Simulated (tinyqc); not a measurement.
# AlGaN/GaN HEMT with access regions, lumped model: effects of single changes

A polarisation-induced electron sheet under a Schottky gate, in series with two ungated access regions and contacts. Drift law v = mu E/(1 + mu E/vs) under the gate. Currents in mA/mm, resistances in ohm mm. No self-heating, no channel-length modulation; fits for polarisation, barrier and offset are chosen for the exercise.

Values chosen for this exercise; values close to those of AlGaN/GaN structures:
- x = 0.2 (aluminium share of the barrier)
- d = 18 nm (barrier thickness)
- eps_r = 9.1 (relative permittivity of barrier and channel)
- mu = 1200 cm^2/(V s) (channel mobility)
- vs = 1.2e7 cm/s (saturation velocity)
- Lg = 1 um (gate length)
- Ls = 1 um (source access length)
- Ld = 1.5 um (drain access length)
- Rc = 0.17 ohm mm (resistance of each contact)
- ft = 0 (share of the drain-access electrons removed by traps)
- Vg = 0 V (gate voltage)
- Ec = 3.3 MV/cm (critical field)
- te = 0.21 um (depth over which the depleted charge spreads)
- tf = 50 nm (insulator under the field plate)
- ei = 3.9 (relative permittivity of that insulator)

Constants: q = 1.602176634e-19 C, eps0 = 8.8541878128e-14 F/cm where lengths are in cm. Results are converted to the units shown.

Each table varies one quantity; the others keep the values above.

## Field plate: effect of the aluminium share of the barrier

sigma = (5e13 x + 1.6e13 x^2) cm^-2, phiB = 0.84 + 1.3 x, dEc = 0.7 (1.71 x + x^2) in volts, Cb = eps0 eps_r/d, VT = phiB - dEc - q sigma/Cb, access density n0 = -Cb VT/q. Off state: a depleted stretch that holds the voltage V has the peak field sqrt(k V), k = 2 q n0/(eps0 eps_r te), so one edge holds V1 = Ec^2/k. The sheet under the plate pinches off at Vf = q n0 (1/Cb + tf/(eps0 ei)); beyond it the gate edge is screened. BV = V1 if Vf >= V1, else Vf + V1, and at most Ec Ld.

The same in every row: Ec Ld (V) = 495.00.

Field plate: effect of the aluminium share of the barrier:
```
x	Vf (V)	V1 (V)	BV (V)
0.14	13.295	115.82	129.12
0.18	19.235	80.054	99.289
0.22	25.329	60.793	86.123
0.26	31.577	48.765	80.342
0.3	37.979	40.545	78.524
0.34	44.535	34.576	34.576
0.38	51.244	30.049	30.049
```

BV falls from 129 to 30.0 V. The plate helps (Vf < V1) in 5 of the 7 rows, and the access length caps BV in 0. More sheet charge lowers Ron but steepens the field, so V1 falls.

## Effect of the barrier thickness

Access resistance R(L, n) = L/(q mu n sqrt(1 - (I/(q n vs))^2)); Rs = Rc + R(Ls, n0), Rd = Rc + R(Ld, (1 - ft) n0). Vg' = Vg - I Rs, Vd' = Vd - I (Rs + Rd); with u = Vg' - VT, Vc = vs Lg/mu and w the smaller of Vd' and Vc [sqrt(1 + 2 u/Vc) - 1] (0 if negative), the channel gives (mu Cb/Lg)(u w - w^2/2)/(1 + w/Vc). I equals that channel current. Isat is I at Vd = 10 V, gm = dIsat/dVg, Ron the limit of Vd/I at small Vd.

Results:
```
d (nm)	VT (V)	n0 (cm^-2)	Ron (ohm mm)	Isat (mA/mm)	gm (mS/mm)
8	-0.8600	5.406e12	3.707	168.4	280.4
14	-2.129	7.649e12	2.720	433.3	271.0
18	-2.976	8.314e12	2.530	564.9	245.1
22	-3.822	8.737e12	2.424	670.6	221.2
27	-4.880	9.089e12	2.343	776.7	196.1
33	-6.149	9.371e12	2.283	877.5	172.1
```

Estimate the missing row, d = 11 nm.

Computed row:
```
d (nm)	VT (V)	n0 (cm^-2)	Ron (ohm mm)	Isat (mA/mm)	gm (mS/mm)
11	-1.495	6.834e12	3.004	311.9	286.7
```

With this row back in the table: As d goes from 8 to 33 nm, Ron falls from 3.71 to 2.28 ohm mm, Isat rises from 168 to 878 mA/mm and gm goes from 280 through a maximum of 287 (at d = 11 nm among the rows listed) to 172 mS/mm. VT falls from -0.860 to -6.15 V. For d = 18 to 33 nm the power passes 5 W/mm, where self-heating, left out here, lowers the current.

## Effect of the source access length

Same model as above.

The same in every row: VT (V) = -2.976; n0 (cm^-2) = 8.314e12.

Results:
```
Ls (um)	Ron (ohm mm)	Isat (mA/mm)	gm (mS/mm)
0.1	1.967	666.6	303.3
0.6	2.279	605.1	267.0
1	2.530	564.9	245.1
1.5	2.842	522.6	223.3
2.5	3.468	456.4	191.0
4	4.407	385.6	158.1
```

Estimate the missing row, Ls = 0.3 um.

Computed row:
```
Ls (um)	Ron (ohm mm)	Isat (mA/mm)	gm (mS/mm)
0.3	2.092	640.2	287.2
```

With this row back in the table: As Ls goes from 0.1 to 4 um, Ron rises from 1.97 to 4.41 ohm mm, Isat falls from 667 to 386 mA/mm and gm falls from 303 to 158 mS/mm. The ceiling Cb vs is 537 mS/mm. For Ls = 0.1 to 1.5 um the power passes 5 W/mm, where self-heating, left out here, lowers the current.

Program tinyqc, `OMP_NUM_THREADS=1 python tinyqc.py 2570132 2570133 out.jsonl`; Intel Xeon 2.30GHz, shared host, one thread, about 0.02 s.
